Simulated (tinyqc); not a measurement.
# Worked calculation: gate-all-around wire, scale length and short-channel effects

Numbers from tinyqc (`OMP_NUM_THREADS=1 python tinyqc.py 2420096 2420097 out.jsonl`; about 0.01 s on one thread of a shared Intel Xeon 2.30GHz). Printed values are rounded.

A round wire of diameter ts in an insulator shell of thickness ti under a surrounding gate. Below threshold the potential that source and drain add obeys Laplace's equation and vanishes on the gate. Its lowest mode decays along the channel as exp(-k y); k is the smallest positive root of the matching condition at the interface, and the scale length is Lambda = pi/k.

Values chosen for this exercise; permittivities: semiconductor close to that of silicon, insulator close to that of hafnium oxide:
```
symbol,value,unit,meaning
T,273,K,temperature
eps_r,11.5,,relative permittivity of the semiconductor
ei,21,,relative permittivity of the insulator
ti,3.9,nm,insulator thickness
ts,14.7,nm,wire diameter
L,30,nm,channel length
Vbi,1.03,V,potential of the source
sT,0.45,V,potential of the barrier top at threshold
VTL,0.32,V,long-channel threshold
m,1,,long-channel body factor
Vds,1,V,drain voltage
```

Constants: q = 1.602176634e-19 C, kB = 1.380649e-23 J/K, Vt = kB T/q. Results are converted to the units shown.

## Scan of the matching condition

k, point 0 to 7 (1/nm): 0.03875  0.0775  0.11625  0.155  0.19375  0.2325  0.27125  0.31

f(k) = ei J0(u)[J1(u) Y0(v) - Y1(u) J0(v)] - eps_r J1(u)[J0(u) Y0(v) - Y0(u) J0(v)], u = k ts/2, v = u + k ti.

f(k), point 0 to 7: 45.0975  19.9103  10.6067  5.5397  2.4180  0.4777  -0.6347  -1.1384

The first change of sign lies between k = 0.2325 and 0.27125 1/nm.

## Iteration 1: decay constant by Newton steps

k at the start = 0.271250 1/nm

f(k) = ei J0(u)[J1(u) Y0(v) - Y1(u) J0(v)] - eps_r J1(u)[J0(u) Y0(v) - Y0(u) J0(v)], u = k ts/2, v = u + k ti; f' by a central difference with +/- 1e-5 1/nm; k(new) = k - f/f'.

f = -0.634745
f' = -20.0547 nm
k after iteration 1 = 0.239599 1/nm

## Iteration 2: decay constant by Newton steps

As before.

f = 0.219476
f' = -34.5122 nm
k after iteration 2 = 0.245959 1/nm

## Course of the iteration: decay constant by Newton steps

Stop when k changes by less than 1e-10 1/nm, or after 30 iterations.

Course of the iteration:
```
iteration  k (1/nm)  |change| (1/nm)
1          0.239599           0.0317
2          0.245959          6.36e-3
3          0.246286          3.27e-4
4          0.246287          8.41e-7
5          0.246287         5.55e-12
```

Converged in 5 iterations. At the end the number of correct digits about doubles with each step.

## Scale length against simple estimates

k = 0.246287 1/nm

Lambda = pi/k and l = 1/k. A parabolic potential across the structure gives l(parabolic) = sqrt([2 eps_r ts^2 ln(1 + 2 ti/ts) + ei ts^2]/(16 ei)).

Lambda = 12.7558 nm
l = 4.06031 nm
l(parabolic) = 4.44995 nm

The parabolic estimate is 9.6 % above l.

## Threshold shift, barrier position and swing

Along the channel psi(y) = s + a exp(y/l) + b exp(-y/l) with psi(0) = Vbi, psi(L) = Vbi + Vds and l = 1/k = Lambda/pi; with A = Vbi - s, B = A + Vds, x = exp(-L/l): a = (B - A x) x/(1 - x^2), b = (A - B x)/(1 - x^2). The minimum is s + 2 sqrt(a b), at y = (l/2) ln(b/a). The long-channel potential follows the gate as s = sT + (Vg - VTL)/m, and the threshold VT is the gate voltage at which the minimum equals sT. Swing = m Vt ln 10/g at threshold, g = d(minimum)/ds = 1 - (b x + a)/((1 + x) sqrt(a b)).

s at threshold = 0.399632 V
a = 0.00100775 V
b = 0.629361 V
position of the minimum = 13.0681 nm
VT = 0.269632 V
swing = 57.3479 mV/decade

The threshold lies 50.4 mV below the long-channel value, and the barrier top sits at 0.44 L from the source.
